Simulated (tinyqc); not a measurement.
Coherent transport through a tight-binding region between two chains, step by step. One step of it, computed by the program tinyqc.

Problem. Transmission at E = -0.65 eV. Surface Green function g = (E - i sqrt(4 t^2 - E^2)) / (2 t^2); self-energy tc^2 g on each contact site; G = (E - H - Sigma)^(-1); Gamma = -2 Im Sigma; T = Gamma_L Gamma_R |G_LR|^2; local density of states -Im G_ii / pi.

H of the central region (eV), lower triangle:
```
           1          2          3         4
1   0.000000
2  -1.050000   0.830000
3   0.000000  -1.050000   0.830000
4  -1.050000   0.000000  -1.050000  0.000000
```

Leads: semi-infinite chains with site energy 0:
```
parameter                           value
lead hopping t (eV)              1.080000
coupling to the left lead (eV)   0.470000
coupling to the right lead (eV)  1.120000
left contact site                       1
right contact site                      3
```

E = -0.650000 eV

Give: g; G; local density of states; transmission.

Solution.

g = -0.2786-0.8830i 1/eV

G (1/eV), lower triangle:
```
                 1                2                3                4
1  -0.1216-0.3705i
2   0.2488-0.0565i  -0.4301-0.0238i
3   0.4723+0.2909i   0.0973+0.0230i  -0.3352-0.2585i
4   0.5666-0.1286i   0.5591-0.0541i   0.2215+0.0523i  -0.2655-0.1232i
```

local density of states (1/eV): 0.1179  0.0076  0.0823  0.0392

transmission = 0.2659
